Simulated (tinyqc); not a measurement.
Two-band k.p model of the Delta valleys near the X point under shear strain: one step. Position, depth and masses of the minimum. Four cases, with inputs chosen for the exercise.

Question. For |eta| < 1: k_min = k0 sqrt(1 - eta^2), E_min = -Delta eta^2/2, ml(eta) = ml/(1 - eta^2), 1/m[110] = 1/mt + eta/Mp, 1/m[1-10] = 1/mt - eta/Mp. For |eta| > 1 the minimum sits at X: E_min = -Delta (2 |eta| - 1)/2, ml(eta) = ml/(1 - 1/|eta|), and eta is replaced by its sign in the transverse masses.

Give: k_min; E_min; ml(eta); masses along [110] and [1-10].

Case 1.

Values chosen (out of a larger set: near those of Si; not measured data):
- ml = 0.927 m0 (longitudinal mass)
- mt = 0.195 m0 (transverse mass)
- Mp = 0.235 m0 (coupling mass)

k0 = 0.1680926 1/angstrom
Delta = 0.2322578 eV
eta = 1.785516

Answer.

k_min = 0.0000 1/angstrom
E_min = -298.57 meV
ml(eta) = 2.107 m0

masses along [110] and [1-10] (m0): 0.1066  1.1456

The two valleys have merged at X; electrons are lighter along [110] (-45.3 % against mt) and heavier across (+487.5 %).

Case 2.

Values chosen (out of a larger set: near those of Si; not measured data):
- ml = 0.927 m0 (longitudinal mass)
- mt = 0.201 m0 (transverse mass)
- Mp = 0.243 m0 (coupling mass)

k0 = 0.1727296 1/angstrom
Delta = 0.2452488 eV
eta = -0.347076

Answer.

k_min = 0.1620 1/angstrom
E_min = -14.77 meV
ml(eta) = 1.054 m0

masses along [110] and [1-10] (m0): 0.2819  0.1562

The minimum has moved 6.2 % of the way to X; electrons are lighter along [1-10] (-22.3 % against mt) and heavier across (+40.3 %).

Case 3.

Values chosen (out of a larger set: near those of Si; not measured data):
- ml = 0.925 m0 (longitudinal mass)
- mt = 0.191 m0 (transverse mass)
- Mp = 0.245 m0 (coupling mass)

k0 = 0.1716654 1/angstrom
Delta = 0.2427598 eV
eta = 0.085022

Answer.

k_min = 0.1710 1/angstrom
E_min = -0.88 meV
ml(eta) = 0.932 m0

masses along [110] and [1-10] (m0): 0.1791  0.2046

The minimum has moved 0.4 % of the way to X; electrons are lighter along [110] (-6.2 % against mt) and heavier across (+7.1 %).

Case 4.

Values chosen (out of a larger set: near those of Si; not measured data):
- ml = 0.894 m0 (longitudinal mass)
- mt = 0.195 m0 (transverse mass)
- Mp = 0.239 m0 (coupling mass)

k0 = 0.1791893 1/angstrom
Delta = 0.2736777 eV
eta = 0.145280

Answer.

k_min = 0.1773 1/angstrom
E_min = -2.89 meV
ml(eta) = 0.913 m0

masses along [110] and [1-10] (m0): 0.1743  0.2212

The minimum has moved 1.1 % of the way to X; electrons are lighter along [110] (-10.6 % against mt) and heavier across (+13.4 %).

Computed by tinyqc, one run a case: `OMP_NUM_THREADS=1 python tinyqc.py N N+1 out.jsonl` with N = 1051318, 1051327, 1051487, 1051540; one thread of a shared Intel(R) Xeon(R) Processor @ 2.30GHz, about 0.01 s a run at most.
